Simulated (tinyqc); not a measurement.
Inside a calculation. Model: Schottky barrier on an n-type semiconductor with a doping step, non-linear Poisson equation by Newton steps.

Computed by the program tinyqc: `OMP_NUM_THREADS=1 python tinyqc.py 2020073 2020074 out.jsonl`, one thread of a shared Intel Xeon 2.30GHz, about 0.07 s for the whole run. Printed values are rounded.

One dimension, metal at x = 0, donor density C(x) = N1 for x < x1 and Nd beyond. Energies are counted from the electron Fermi level of the semiconductor and the conduction-band edge is Ec = -psi, so n = Nc exp(psi/Vt); holes follow the Fermi level of the metal, at -V, so p = Nv exp((V - psi - Eg)/Vt). Ends: psi(0) = V - phiB and psi = Vt ln(Nd/Nc) deep inside. Boltzmann statistics, full ionisation, no current, no image force in the Poisson equation.

Parameters, values chosen for the exercise; band and dielectric values close to those of In0.53Ga0.47As: temperature T = 300 K; band gap Eg = 0.729 eV; relative permittivity eps_r = 13.9; conduction-band density of states at T Nc = 2.11e17 cm^-3; valence-band density of states at T Nv = 7.78e18 cm^-3; donor density deep in the semiconductor Nd = 1e16 cm^-3; barrier height phiB = 0.51 eV; bias of the metal against the semiconductor V = 0.14 V; depth of the doping step x1 = 270 nm; donor density above the step N1 = 1e15 cm^-3.

Constants: q = 1.602176634e-19 C, kB = 1.380649e-23 J/K, Vt = kB T/q, eps0 = 8.8541878128e-14 F/cm where lengths are in cm. Results are converted to the units shown.

## End potentials, built-in voltage, Debye length

psi_0 = V - phiB, psi_b = Vt ln(Nd/Nc), Vbi = phiB - Vt ln(Nc/Nd), LD = sqrt(eps0 eps_r Vt/(q Nd)), W = sqrt(2 eps0 eps_r (Vbi - V)/(q Nd)), hole density at the metal p_0 = Nv exp((phiB - Eg)/Vt).

psi_0 = -0.37 V
psi_b = -0.07882981 V
Vbi = 0.4311702 V
LD = 44.56292 nm
W for uniform Nd = 211.5023 nm
p_0 = 1.629077e15 cm^-3

The hole density at the metal is 0.16 times Nd.

## Doping on the mesh

x, node 0 to 14 (nm): 0  20  43.4  70.7  103  140  184  235  294  364  445  540  651  781  933

C = N1 for x < x1 and Nd beyond, taken at the nodes.

donor density C, node 0 to 14 (cm^-3): 1e15  1e15  1e15  1e15  1e15  1e15  1e15  1e15  1e16  1e16  1e16  1e16  1e16  1e16  1e16

## Couplings between neighbouring nodes

a_i = eps0 eps_r/h_i for the interval from node i to i + 1, with h_i = x_(i+1) - x_i in cm.

coupling a_i, interval 0 to 13 (F/cm^2): 6.153661e-7  5.259539e-7  4.508176e-7  3.810316e-7  3.326303e-7  2.797118e-7  2.413200e-7  2.085987e-7  1.758189e-7  1.519422e-7  1.295507e-7  1.108768e-7  9.467170e-8  8.096922e-8

## Starting potential

The parabola psi_b - (psi_b - psi_0)(1 - x/W)^2 for x < W and psi_b beyond, with psi_0 = V - phiB, psi_b = Vt ln(Nd/Nc), W = sqrt(2 eps0 eps_r (psi_b - psi_0)/(q Nd)).

psi at the start, node 0 to 14 (V): -0.3700000  -0.3175366  -0.2627646  -0.2078733  -0.1554590  -0.1121077  -0.0837531  -0.0788298  -0.0788298  -0.0788298  -0.0788298  -0.0788298  -0.0788298  -0.0788298  -0.0788298

## Iteration 1: densities, residual and Jacobian diagonal

n_i = Nc exp(psi_i/Vt), p_i = Nv exp((V - psi_i - Eg)/Vt), rho_i = p_i - n_i + C_i, g_i = (n_i + p_i)/Vt. Box widths w_i = (h_(i-1) + h_i)/2 in cm. Residual F_i = a_i (psi_(i+1) - psi_i) - a_(i-1) (psi_i - psi_(i-1)) + q rho_i w_i; Jacobian: a_(i-1) and a_i beside the diagonal, b_i = -a_(i-1) - a_i - q g_i w_i on it. The two end nodes are fixed.

```
node	n (cm^-3)	p (cm^-3)
0	1.283973e11	1.629077e15
1	9.770192e11	2.140891e14
2	8.128879e12	2.573161e13
3	6.794610e13	3.078457e12
4	5.160426e14	4.053330e11
5	2.760293e15	7.577787e10
6	8.265948e15	2.530491e10
7	1e16	2.091691e10
8	1e16	2.091691e10
9	1e16	2.091691e10
10	1e16	2.091691e10
11	1e16	2.091691e10
12	1e16	2.091691e10
13	1e16	2.091691e10
14	1e16	2.091691e10
```

```
node	residual F (C/cm^2)	diagonal b (F/cm^2)
1	-3.054958e-9	-1.144212e-6
2	-3.648217e-9	-9.773035e-7
3	-4.328009e-9	-8.331610e-7
4	-5.282646e-9	-7.247523e-7
5	-7.630988e-9	-6.816270e-7
6	-1.227267e-8	-7.643665e-7
7	-9.118840e-9	-7.907817e-7
8	2.161562e-14	-7.841569e-7
9	2.530200e-14	-7.956730e-7
10	2.949108e-14	-8.268738e-7
11	3.451796e-14	-8.787709e-7
12	4.038267e-14	-9.523483e-7
13	4.725275e-14	-1.049490e-6
```

## Iteration 1: Newton step

Solve the tridiagonal system a_(i-1) d_(i-1) + b_i d_i + a_i d_(i+1) = -F_i for nodes 1 to 13, with d = 0 on fixed nodes. Each component d is damped to sign(d) Vt ln(1 + |d|/Vt) before it is added.

Newton step d, before damping, node 1 to 13 (V): -0.02283702  -0.04387351  -0.06037540  -0.06874880  -0.06475137  -0.04875504  -0.02851951  -0.00799763  -0.00183305  -0.00034488  -0.00005156  -0.00000601  -0.00000050
psi after iteration 1, node 0 to 14 (V): -0.3700000  -0.3339026  -0.2884144  -0.2390146  -0.1889963  -0.1445288  -0.1111522  -0.0980495  -0.0857980  -0.0806008  -0.0791724  -0.0788813  -0.0788358  -0.0788303  -0.0788298

## Iteration 2: densities, residual and Jacobian diagonal

As before.

```
node	n (cm^-3)	p (cm^-3)
0	1.283973e11	1.629077e15
1	5.187597e11	4.032101e14
2	3.013930e12	6.940079e13
3	2.037105e13	1.026796e13
4	1.410213e14	1.483244e12
5	7.875986e14	2.655783e11
6	2.864224e15	7.302820e10
7	4.754696e15	4.399211e10
8	7.637307e15	2.738781e10
9	9.337891e15	2.240004e10
10	9.868353e15	2.119595e10
11	9.980095e15	2.095863e10
12	9.997676e15	2.092177e10
13	9.999808e15	2.091731e10
14	1e16	2.091691e10
```

```
node	residual F (C/cm^2)	diagonal b (F/cm^2)
1	2.199201e-9	-1.146750e-6
2	-1.221240e-9	-9.779092e-7
3	-2.739102e-9	-8.324151e-7
4	-3.789671e-9	-7.167221e-7
5	-5.317394e-9	-6.321174e-7
6	-7.592564e-9	-6.053513e-7
7	-3.914872e-9	-6.119898e-7
8	7.997413e-10	-6.897112e-7
9	1.042149e-10	-7.646923e-7
10	6.319657e-12	-8.196940e-7
11	2.176077e-13	-8.775003e-7
12	4.507325e-15	-9.521747e-7
13	5.693468e-17	-1.049473e-6
```

## Iteration 2: Newton step

As before.

Newton step d, before damping, node 1 to 13 (V): -0.01094530  -0.02804565  -0.04535789  -0.05871958  -0.06317272  -0.05392432  -0.03058360  -0.00857612  -0.00190587  -0.00035391  -0.00005279  -0.00000620  -0.00000056
psi after iteration 2, node 0 to 14 (V): -0.3700000  -0.3430293  -0.3074079  -0.2652090  -0.2196363  -0.1764955  -0.1402833  -0.1182325  -0.0932042  -0.0824397  -0.0795239  -0.0789340  -0.0788420  -0.0788309  -0.0788298

## Course of the Newton iteration

Stop when the largest undamped |d| is below 1e-9 V, or after 80 iterations.

Course of the iteration:
```
iteration	largest |F| (C/cm^2)	largest |d| (V)	at node
1	1.23e-8	0.0687	4
2	7.59e-9	0.0632	5
3	4.75e-9	0.0478	5
4	2.72e-9	0.0259	5
5	1.14e-9	8.81e-3	5
6	2.47e-10	1.28e-3	5
7	8.85e-12	3.15e-5	5
8	6.95e-15	1.95e-8	5
9	3.05e-21	7.50e-15	5
```

Converged in 9 iterations. Once the step is below 0.1 Vt, 3 more iteration(s) reach the threshold: near the solution the error is roughly squared each time.

## Converged densities, field and barrier lowering

converged psi, node 0 to 14 (V): -0.3700000  -0.3479939  -0.3233673  -0.2957782  -0.2645019  -0.2303768  -0.1920665  -0.1504253  -0.1038294  -0.0849756  -0.0800040  -0.0790059  -0.0788505  -0.0788316  -0.0788298

n and p as above; E_i = -(psi_(i+1) - psi_i)/h_i; at the metal |E_0| = |E on interval 0| + q rho_0 (h_0/2)/(eps0 eps_r), rho_0 = p_0 - n_0 + C_0; image-force lowering dphi = sqrt(q |E_0|/(4 pi eps0 eps_r)).

```
node	n (cm^-3)	p (cm^-3)
0	1.283973e11	1.629077e15
1	3.007754e11	6.954330e14
2	7.797420e11	2.682542e14
3	2.266878e12	9.227190e13
4	7.600573e12	2.752018e13
5	2.845263e13	7.351485e12
6	1.252297e14	1.670284e12
7	6.269718e14	3.336181e11
8	3.802108e15	5.501398e10
9	7.884147e15	2.653034e10
10	9.555957e15	2.188887e10
11	9.932111e15	2.105988e10
12	9.992016e15	2.093362e10
13	9.999297e15	2.091838e10
14	1e16	2.091691e10
```

field E, interval 0 to 13 (kV/cm): -11.00305  -10.52419  -10.10591  -9.68306  -9.22299  -8.70689  -8.16493  -7.89761  -2.69340  -0.61378  -0.10506  -0.01401  -0.00145  -0.00012
|E_0| at the metal = 11.34529 kV/cm
image-force lowering = 10.84117 mV

A mesh of about 1000 nodes or more gives |E_0| = 11.24 kV/cm; the 15-node value is 0.98 % above it.
